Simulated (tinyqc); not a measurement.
Worked calculation: G0W0 on RHF in the sto-6g basis, for H4, spin multiplicity 1. One step of it, computed by the program tinyqc.

Task: G0W0 on Hartree-Fock: LUMO. W(p,q,m) = sqrt2 sum_ia (pq|ia) (X+Y)_ia,m; Sigma_c(x) = sum_(i,m) W^2/(x - e_i + w_m) + sum_(a,m) W^2/(x - e_a - w_m); solve x = e_p + Sigma_c(x) by Newton steps; Z = 1/(1 - dSigma/dx); 1 hartree = 27.211386 eV.

orbital energies (hartree): MO1 -0.622819, MO2 -0.471025, MO3 0.510017, MO4 0.711245

Two-electron integrals over orbitals (pq|rs), unique and non-zero (hartree):
```
p,q,r,s,(pq|rs)
1,1,1,1,0.473246
2,1,2,1,0.191872
2,2,1,1,0.475887
2,2,2,2,0.487753
3,1,3,1,0.099709
3,2,3,2,0.085939
3,3,1,1,0.460908
3,3,2,2,0.466325
3,3,3,3,0.471633
4,1,3,2,0.083919
4,1,4,1,0.081980
4,2,3,1,0.104001
4,2,4,2,0.111847
4,3,2,1,0.189408
4,3,4,3,0.207373
4,4,1,1,0.469398
4,4,2,2,0.480190
4,4,3,3,0.481772
4,4,4,4,0.496185
```

excitation energies w (hartree): 1.077112  1.157602  1.523740  1.535157

X + Y:
```
,1,2,3,4
1>3,0.000000,0.764708,0.546987,0.000000
1>4,-0.380018,0.000000,0.000000,0.876175
2>3,0.897000,0.000000,0.000000,0.272969
2>4,0.000000,-0.641103,0.680918,0.000000
```

Give: The 12 largest terms at x = e_p; Newton steps; quasiparticle energy of the LUMO; Hartree-Fock value.

Result:

The 12 largest terms at x = e_p (hartree; W for the signs of X + Y given):
```
q,m,W,term
1,3,0.1773,0.0118
2,4,0.1372,0.0075
2,1,0.0639,0.0020
1,2,0.0135,8.00e-05
```

Newton steps (hartree):
```
step,x,Sigma_c(x),Z
0,0.5100,0.0214,0.9916
1,0.5312,0.0212,0.9918
2,0.5312,0.0212,0.9918
```

quasiparticle energy of the LUMO = 14.4550 eV

Hartree-Fock value = 13.8783 eV
